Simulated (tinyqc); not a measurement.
# Solid solubility of a dopant against its melt (retrograde solidus), clustering and the electrically active fraction, step by step

A worked calculation. Computed by tinyqc, a small Python program that keeps every step. Command: `OMP_NUM_THREADS=1 python tinyqc.py 3019612 3019613 out.jsonl retro walk`. One thread of a shared host (Intel(R) Xeon(R) Processor @ 2.30GHz), about 0.01 s of CPU time with the checks. Intermediate numbers are printed to about 5 digits and carried at full precision; extremes and crossings named in words are read from the listed rows.

Inputs (values chosen for the exercise, of the order of those of tin in silicon for the solubility):

| quantity | value | unit |
|---|---|---|
| melting point of the host T_m | 1687 | K |
| heat of melting of the host H_f | 50.2 | kJ/mol |
| interaction L of the melt | 8.5 | kJ/mol |
| enthalpy of transfer from melt to solid H | 0.407 | eV |
| entropy of transfer S | -2.14 | k_B |
| site density N0 | 5e+22 | 1/cm^3 |
| temperature T | 1180 | K |
| total dopant density N_t | 1.6e+20 | 1/cm^3 |
| atoms per cluster m | 3 | - |
| cluster scale N* at 1273 K | 2.4e+20 | 1/cm^3 |
| activation energy E_b of the cluster scale | 0.46 | eV |
| anneal temperature T_a | 975 | K |
| mobility mu | 50 | cm^2/(V s) |

Clustering: clusters of m atoms, electrons left out.

Constants: R = 8.314462618 J/(mol K); k_B = 8.617333262e-05 eV/K; e = 1.602176634e-19 C; N_A = 6.02214076e+23 1/mol.

## Liquidus and solidus at T

x_l and x_s are atom fractions of the dopant in melt and solid; the solid is dilute. Liquidus of the host: R T ln(1 - x_l) + L x_l^2 = -H_f (1 - T/T_m). Distribution: k = x_s/x_l = exp[L (1 - x_l)^2/(R T)] exp(S/k_B - H/(k_B T)), the first factor being the activity coefficient in the melt. Solubility = x_s N0; at T_m x_l = 0.

x_l = 0.89219

distribution coefficient k = 0.0021711

x_s = 0.0019371

solubility = 9.6853e+19 1/cm^3

k at the melting point = 0.013119

k has changed by a factor 0.17 from its value at T_m, while x_l has grown from 0 to 0.892.

## The retrograde maximum

The largest x_s N0 between 900 K and T_m. For an ideal melt with constant heats the maximum has x_l = H_f/(H + H_f), H in the same units.

temperature of the maximum = 1433.1 K

largest solubility = 1.4401e+20 1/cm^3

x_l there = 0.58416

ideal-melt value H_f/(H + H_f) = 0.56108

The maximum lies 254 K below T_m: above it the melt runs out of dopant, below it k falls as exp(-H/(k_B T)).

## The solidus

The formulas are those given above.

Against temperature:

| T (K) | x_l | k | solubility (1/cm^3) | over the maximum |
|---|---|---|---|---|
| 1000 | 0.96712 | 0.001047 | 5.0623e+19 | 0.35152 |
| 1100 | 0.93419 | 0.001613 | 7.5343e+19 | 0.52317 |
| 1200 | 0.87881 | 0.002327 | 1.0223e+20 | 0.70987 |
| 1300 | 0.78874 | 0.003221 | 1.2703e+20 | 0.88209 |
| 1400 | 0.64598 | 0.004418 | 1.4270e+20 | 0.99084 |
| 1500 | 0.43857 | 0.006258 | 1.3723e+20 | 0.95291 |
| 1580 | 0.24517 | 0.008560 | 1.0494e+20 | 0.72867 |
| 1640 | 0.10349 | 0.010901 | 5.6407e+19 | 0.39168 |
| 1675 | 0.02571 | 0.012521 | 1.6094e+19 | 0.11175 |

Between the first rows the Arrhenius energy of the solubility is 0.38 eV, against H = 0.407 eV; it shrinks to zero at 1433 K and turns negative beyond. A crystal saturated at the maximum precipitates dopant-rich liquid on cooling and on heating alike. Below a eutectic or compound temperature another phase would set the limit.

## Active fraction after the anneal

A highly soluble donor (another dopant than that of the solidus) is limited by clustering. Donors N_a are active, and clusters hold m atoms each: N_t = N_a + m C, m C = N* (N_a/N*)^m, with N*(T) = N*(1273 K) exp[-(E_b/k_B)(1/T - 1/1273)]. Resistivity = 1/(e mu N_a).

N*(T_a) = 6.6619e+19 1/cm^3

active density N_a = 7.2858e+19 1/cm^3

active fraction = 0.45536

resistivity = 1.7133 milliohm cm

Doubling the dose would raise N_a by only 36 %. Caution: this clustering law is a generic form; degeneracy and a doping-dependent mobility are left out.

## Active against total

A highly soluble donor (another dopant than that of the solidus) is limited by clustering. Donors N_a are active, and clusters hold m atoms each: N_t = N_a + m C, m C = N* (N_a/N*)^m, with N*(T) = N*(1273 K) exp[-(E_b/k_B)(1/T - 1/1273)].

Active density (1/cm^3):

| N_t (1/cm^3) | N_a at T_a | fraction | N_a at T_a + 150 K | N_a at T_a - 150 K |
|---|---|---|---|---|
| 1.00e+19 | 9.7887e+18 | 0.97887 | 9.9485e+18 | 8.8546e+18 |
| 3.00e+19 | 2.6027e+19 | 0.86758 | 2.8756e+19 | 1.8886e+19 |
| 1.00e+20 | 5.7396e+19 | 0.57396 | 7.6538e+19 | 3.4171e+19 |
| 2.00e+20 | 8.0863e+19 | 0.40431 | 1.1674e+20 | 4.5419e+19 |
| 5.00e+20 | 1.1912e+20 | 0.23825 | 1.8241e+20 | 6.4165e+19 |
| 1.00e+21 | 1.5534e+20 | 0.15534 | 2.4360e+20 | 8.2243e+19 |
| 2.00e+21 | 1.9991e+20 | 0.09995 | 3.1796e+20 | 1.0473e+20 |
| 5.00e+21 | 2.7575e+20 | 0.05515 | 4.4324e+20 | 1.4332e+20 |

The exponent d ln N_a/d ln N_t falls from 0.89 to 0.35, towards 1/m = 0.333. At the highest dose a 150 K hotter anneal gives 1.61 times the active density, and a later step 150 K cooler would cut it to 0.52 if it ran to equilibrium: short hot anneals come last. For ionised donors far above n_i the electrons enter the mass action too and halve the limiting exponent.

Checks made by the program: the ideal-melt maximum (relative difference 1e-09).
